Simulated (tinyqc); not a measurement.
From isolated dopants to a band: overlap of hydrogenic dopants: pairs, impurity band and the Mott density.

Ry* = Ry m/eps^2, aB = a0 eps/m. For 1s orbitals a distance rho = R/aB apart, in Ry*: overlap S = exp(-rho)(1 + rho + rho^2/3), J = (2/rho)(1 - (1 + rho) exp(-2 rho)) (attraction to the other ion), Kx = 2 (1 + rho) exp(-rho) (exchange of one electron). One electron on a pair has E = -1 - (J +/- Kx)/(1 +/- S), without the repulsion 2/rho of the ions. Hopping after orthogonalisation: t = (Kx - S J)/(1 - S^2), half the splitting. Dopants on a lattice with z neighbours, n = 1/R^3 (simple cubic), give a band of width B = 2 z t, as on any lattice of two interpenetrating sublattices. Valleys, central cells and disorder are left out.

Constants: Ry = 13.60569312 eV; a0 (Bohr radius) = 0.5291772105 angstrom.

Values chosen for the exercise (an isotropic mass and dielectric constant of the size used for donors in SiC; shifted at random, so the results belong to these values and not to a real crystal):
- m = 0.384 m0 (mass)
- eps = 9.6 (dielectric constant)
- z = 6 (neighbours in the dopant lattice)
- u = 0.945 Ry* (cost of a second electron on one dopant)

The distance R/aB is varied; density from the lattice formula.

Against distance:

| R/aB | n (1/cm^3) | n^(1/3) aB | S | t (meV) | B (meV) | B/u |
|---|---|---|---|---|---|---|
| 10.0 | 4.32e+17 | 0.100 | 0.0020 | 0.0338 | 0.406 | 0.008 |
| 8.0 | 8.44e+17 | 0.125 | 0.0102 | 0.1981 | 2.377 | 0.044 |
| 7.0 | 1.26e+18 | 0.143 | 0.0222 | 0.4679 | 5.615 | 0.105 |
| 6.0 | 2.00e+18 | 0.167 | 0.0471 | 1.0798 | 12.957 | 0.242 |
| 5.0 | 3.46e+18 | 0.200 | 0.0966 | 2.4169 | 29.002 | 0.541 |
| 4.5 | 4.74e+18 | 0.222 | 0.1361 | 3.5671 | 42.806 | 0.799 |
| 4.0 | 6.75e+18 | 0.250 | 0.1893 | 5.2143 | 62.572 | 1.168 |
| 3.5 | 1.01e+19 | 0.286 | 0.2592 | 7.5525 | 90.630 | 1.692 |
| 3.0 | 1.60e+19 | 0.333 | 0.3485 | 10.8575 | 130.290 | 2.432 |

critical densities (1/cm^3): B = u 5.80e+18, B = (2/sqrt3) u 6.67e+18, n^(1/3) aB = 0.26 7.59e+18

How do the results move, and what explains it?

From R = 10 to 5 aB the density rises eightfold and the band widens by a factor 72, since t falls about as R exp(-R/aB). B passes u at 5.8e+18/cm^3, n^(1/3) aB = 0.238; the screening rule gives a density 1.31 times that. An ordered lattice overstates the ease of conduction, as random spacing localises the tails, and below R = 4 aB (S above 0.19) nearest-neighbour hopping alone is no longer enough.

Program tinyqc; command `OMP_NUM_THREADS=1 python tinyqc.py 1481566 1481567 out.jsonl`; about 0.01 s on one thread of a shared Intel(R) Xeon(R) Processor @ 2.30GHz.
